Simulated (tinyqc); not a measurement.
Raman line shape of confined optical phonons and breathing modes of small crystals. Changing the confinement constant beta. Computed by tinyqc, a small Python program. Command: `OMP_NUM_THREADS=1 python tinyqc.py 3009560 3009561 out.jsonl confine sweep`. One thread of a shared host (Intel(R) Xeon(R) Processor @ 2.30GHz), about 0.05 s of CPU time with the checks.

Confinement in 1 direction(s) lets phonons with q away from zero scatter light. q is in units of 2 pi/a, from 0 to 1, and the branch is isotropic: omega(q)^2 = (omega_0^2 + omega_X^2)/2 + ((omega_0^2 - omega_X^2)/2) cos(pi q). The model and its constant beta are phenomenological; beta = 8 is the common choice.

Inputs (values chosen for the exercise, modelled on silicon):
```
quantity                                value      unit
bulk frequency omega_0                  520.8      1/cm
frequency at the zone boundary omega_X    431      1/cm
natural width Gamma_0                     3.5      1/cm
lattice constant a                      5.431  angstrom
size L                                    2.9        nm
```

Shape: film.

Method:
- Weight W(q) = q^0 exp(-(2 L q/a)^2/(2 beta)) dq, that is exp(-k^2 L^2/(2 beta pi^2)) for k = 2 pi q/a.
- Width q_c = a sqrt(2 beta)/(2 L), where the exponential falls to 1/e; curvature of the branch: omega(q) = omega_0 - c q^2, c = pi^2 (omega_0^2 - omega_X^2)/(8 omega_0); for small q_c the mean of q^2 is (number of confined directions) q_c^2/2, and the mean shift is -c times that.
- I(omega) = int W(q) / [(omega - omega(q))^2 + (Gamma_0/2)^2] dq / int W dq x (Gamma_0/2)^2, by 400 Gauss-Legendre points on 0 < q < min(1, 2.5 a sqrt(2 beta)/L).
- The peak is the maximum of I; the width is taken between the half-maximum points, and the asymmetry is the low-side half-width over the high-side one.

One run for each value:
```
confinement constant beta  peak shift (1/cm)  full width (1/cm)  asymmetry  q_c (2 pi/a)
1.0                                 -0.62643             5.0296     1.5073        0.1324
1.5                                 -0.71034             5.5878     1.7093        0.1622
2.0                                 -0.76376             6.0434     1.8769        0.1873
3.0                                 -0.82882             6.7604     2.1446        0.2294
4.0                                 -0.86737             7.3120     2.3535        0.2648
6.0                                 -0.91134             8.1270     2.6662        0.3244
8.0                                 -0.93587             8.7134     2.8937        0.3746
12.0                                -0.96248             9.5195     3.2094        0.4587
```

Over the rows, peak shift (1/cm) falls from -0.626 to -0.962 (exponent d ln y / d ln x 0.31 between the first rows and 0.069 between the last); full width (1/cm) rises from 5.03 to 9.52 (exponent d ln y / d ln x 0.26 between the first rows and 0.22 between the last); asymmetry rises from 1.51 to 3.21 (exponent d ln y / d ln x 0.31 between the first rows and 0.26 between the last). Only L^2/beta enters, so a size read from a line shape is uncertain by the square root of the uncertainty in beta.

Caution (all rows): below about 3 nm surface bonds and discrete modes make the bulk branch a poor guide.

Extremes, crossings and ranges named in words are read from the listed rows.
